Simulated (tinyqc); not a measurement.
What each parameter does: Landau levels of a non-parabolic (Kane) conduction band at kz = 0.

Three-level Kane model: E = (N + 1/2) 2 muB B/m(E) + s g(E) muB B, s = +/-1/2, with 1/m(E) = 1 + (Ep/3)(2/(E + Eg) + 1/(E + Eg + Dso)) and g(E) = 2 - (2 Ep/3)(1/(E + Eg) - 1/(E + Eg + Dso)); E from the band edge, solved self-consistently; remote bands are left out, and so is the confinement energy of a real sheet, which raises m and lowers |g|.

In a field B along z: l = 1/sqrt((e/hbar) B) is the magnetic length, n_B = B/(h/e) the number of states per area in one level, hbar wc = 2 muB B/m for mass m in m0; 1/angstrom^2 = 1e16/cm^2.

Each listed level takes n_B electrons. At zero temperature and without broadening EF sits in the partly filled level.

Constants: e/hbar = 1.519267448e-05 1/(T angstrom^2); h/e = 413566.7697 T angstrom^2; muB = 5.788381798e-05 eV/T.

Values chosen for the exercise (near those of InSb; not measured data): Eg = 0.23 eV (gap); Dso = 0.764 eV (spin-orbit splitting); Ep = 23.6 eV (Kane energy); B = 3.7 T (magnetic field); n = 5.8 x 1e11/cm^2 (electron sheet density).

The second and third levels from below, nu = n/n_B, and EF.

One parameter was then changed.

Results before and after:
```
case,second level (meV),third level (meV),nu,EF (meV)
base,20.20,38.73,6.48,83.98
changed,20.20,38.73,7.78,89.67
```

Which of these changes was made? (a) n = 6.96 x 1e11/cm^2; (b) B = 3.15 T; (c) Eg = 0.196 eV; (d) Ep = 20.1 eV; (e) Dso = 0.649 eV.

Answer: (a) n = 6.96 x 1e11/cm^2. Of the candidates, run in turn, only this one gives the changed row.

All candidates:
```
case,second level (meV),third level (meV),nu,EF (meV)
base,20.20,38.73,6.48,83.98
B = 3.15 T,17.39,33.53,7.61,78.79
Eg = 0.196 eV,23.07,42.85,6.48,90.88
Dso = 0.649 eV,20.20,39.46,6.48,85.18
Ep = 20.1 eV,17.40,33.65,6.48,73.86
n = 6.96 x 1e11/cm^2,20.20,38.73,7.78,89.67
```

(tinyqc, `OMP_NUM_THREADS=1 python tinyqc.py 1280480 1280481 out.jsonl`, Intel(R) Xeon(R) Processor @ 2.30GHz, 1 thread, shared host, about 0.08 s.)
